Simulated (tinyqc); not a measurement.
Resistive crossbar, vector-matrix product with wire resistance: one step of the calculation.

2 rows and 2 columns. Cell (i, j) joins row node wij to column node bij. Each row is driven at its left end through one wire segment rw; neighbouring nodes along a row or a column are joined by rw; each column ends below the last row in one more rw and a virtual ground, where its current is read. Ideal output: I_j = sum_i V_i G_ij.

Task. Node voltages and column currents. Solve A x = b; I_j = b2j/rw.

Inputs (values chosen for the exercise): wire resistance between neighbouring cells rw = 50 ohm.

A (uS):

|  | w11 | w12 | w21 | w22 | b11 | b12 | b21 | b22 |
|---|---|---|---|---|---|---|---|---|
| w11 | 40056.000 | -20000 | 0 | 0 | -56 | 0 | 0 | 0 |
| w12 | -20000 | 20068.000 | 0 | 0 | 0 | -68 | 0 | 0 |
| w21 | 0 | 0 | 40082.000 | -20000 | 0 | 0 | -82 | 0 |
| w22 | 0 | 0 | -20000 | 20015.000 | 0 | 0 | 0 | -15 |
| b11 | -56 | 0 | 0 | 0 | 20056.000 | 0 | -20000 | 0 |
| b12 | 0 | -68 | 0 | 0 | 0 | 20068.000 | 0 | -20000 |
| b21 | 0 | 0 | -82 | 0 | -20000 | 0 | 40082.000 | 0 |
| b22 | 0 | 0 | 0 | -15 | 0 | -20000 | 0 | 40015.000 |

b (uA): w11 3800, w12 0, w21 6200, w22 0, b11 0, b12 0, b21 0, b22 0

Find: row nodes; column nodes; column currents.

Result.

row nodes (mV): w11 188.8, w12 188.2, w21 308.5, w22 308.3
column nodes (mV): b11 2.302, b12 1.500, b21 1.780, b22 0.8654
column currents (uA): column 1 35.60, column 2 17.31

Numbers from tinyqc (`OMP_NUM_THREADS=1 python tinyqc.py 2880109 2880110 out.jsonl`; about 0.01 s on one thread of a shared Intel Xeon 2.30GHz).
